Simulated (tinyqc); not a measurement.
Mobility of a non-polar semiconductor in the relaxation-time approximation: one step, computed by the program tinyqc.

Each valley is treated as a sphere of mass m_d for states and rates, with one isotropic relaxation time; the conductivity mass m_c sets the current.

Problem. Masses. m_d = (m_l m_t^2)^(1/3); 1/m_c = (1/m_l + 2/m_t)/3; Hall mass factor A = 3 K_m (K_m + 2)/(2 K_m + 1)^2, K_m = m_l/m_t; N_I = n (1 + C)/(1 - C).

Inputs (values chosen for the exercise, modelled on electrons in germanium):
```
quantity                 value    unit
longitudinal mass m_l     1.56     m_0
transverse mass m_t      0.083     m_0
carrier density n      7.9e+16  1/cm^3
compensation ratio C         0       -
```

Band: Kane. Impurity formula: Brooks-Herring. Further scattering: none.

Give: density-of-states mass m_d; conductivity mass m_c; Hall mass factor A; ionised impurity density N_I.

Solution.

density-of-states mass m_d = 0.2207 m_0

conductivity mass m_c = 0.1213 m_0

Hall mass factor A = 0.7874

ionised impurity density N_I = 7.90e+16 1/cm^3
